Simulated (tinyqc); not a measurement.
MOS structure on a p-type body with a surface-enhanced doping, non-linear Poisson equation by Newton steps: two steps of the calculation.

One dimension, insulator interface at x = 0, acceptor density Na + N0 exp(-x/Ls), net doping C = -(acceptor density). psi is counted from the intrinsic level: n = ni exp((psi - Vb)/Vt), p = ni exp(-psi/Vt); deep in the body psi_b = -Vt ln(Na/ni). The gate acts through Cox = eps0 eox/tox and has the potential psi_G = Vg - (phiM - chi - Vt ln(Nc/ni)). Boltzmann statistics, full ionisation, classical densities, no oxide or interface charge.

Parameters, values chosen for the exercise; band and dielectric values close to those of silicon:
- T = 300 K (temperature)
- Eg = 1.11 eV (band gap)
- Nc = 2.76e19 cm^-3 (conduction-band density of states at T)
- Nv = 2.69e19 cm^-3 (valence-band density of states at T)
- chi = 4 eV (electron affinity)
- Na = 1.2e18 cm^-3 (acceptor density deep in the body)
- eox = 3.9 (relative permittivity of the gate insulator (close to silicon dioxide))
- tox = 10 nm (insulator thickness)
- phiM = 4.35 eV (gate work function)
- Vb = 0 V (electron quasi-Fermi potential against the body)
- Vg = 3.12 V (gate voltage against the body)

Constants: q = 1.602176634e-19 C, kB = 1.380649e-23 J/K, Vt = kB T/q, eps0 = 8.8541878128e-14 F/cm where lengths are in cm. Results are converted to the units shown.

Question 1. Scales and end potentials. ni = sqrt(Nc Nv) exp(-Eg/(2 Vt)), Eg in volts; Cox, psi_G and psi_b as defined.

Wanted: ni; Cox; psi_G; psi_b.

Answer 1.

ni = 1.293e10 cm^-3
Cox = 0.3453 uF/cm^2
psi_G = 3.325 V
psi_b = -0.4743 V

Question 2. Converged densities and sheet charges. n and p as above; box widths w_i (half boxes at both ends); band bending psi_0 - psi_b; N_inv = sum w n; N_dep = -sum w (p + C); centroid sum w n x/N_inv; gate charge Cox (psi_G - psi_0)/q.

```
node  x (nm)  converged psi (V)  net doping C (cm^-3)
0          0         0.28421881               -8.4e18
1        0.8         0.20728008         -7.4253302e18
2       1.87         0.11586371         -6.3247463e18
3       3.31         0.01051375         -5.1442659e18
4       5.23        -0.10428973         -3.9820051e18
5       7.81        -0.22280659         -2.9403409e18
6       11.3        -0.33495920         -2.1226877e18
7       15.9        -0.42185432         -1.5997851e18
8       22.1        -0.46431691         -1.3294966e18
9       30.4        -0.47341332         -1.2286331e18
10      41.5        -0.47427269         -1.2038053e18
11      56.4        -0.47427824         -1.2002534e18
12      76.4        -0.47427354         -1.2000067e18
13       103        -0.47427327         -1.2000001e18
```

ni = 1.2934244e10 cm^-3

Wanted: n; p; band bending; N_inv; N_dep; centroid of the electrons; gate charge over q.

Answer 2.

```
node  n (cm^-3)  p (cm^-3)
0     7.6985e14   2.1731e5
1     3.9255e13   4.2618e6
2     1.1433e12   1.4632e8
3     1.9425e10   8.6123e9
4      2.2896e8  7.3069e11
5      2.3375e6  7.1569e13
6         30526  5.4803e15
7        1059.0  1.5797e17
8        204.91  8.1644e17
9        144.13  1.1607e18
10       139.42  1.2000e18
11       139.39  1.2002e18
12       139.41  1.2000e18
13       139.41  1.2000e18
```

band bending = 0.75849 V
N_inv = 3.4611e7 cm^-2
N_dep = 6.5544e12 cm^-2
centroid of the electrons = 0.092908 nm
gate charge over q = 6.5544e12 cm^-2

N_inv + N_dep is within 0.01 % of the gate charge.

Numbers from tinyqc (`OMP_NUM_THREADS=1 python tinyqc.py 2080118 2080119 out.jsonl`; about 0.7 s on one thread of a shared Intel Xeon 2.30GHz).
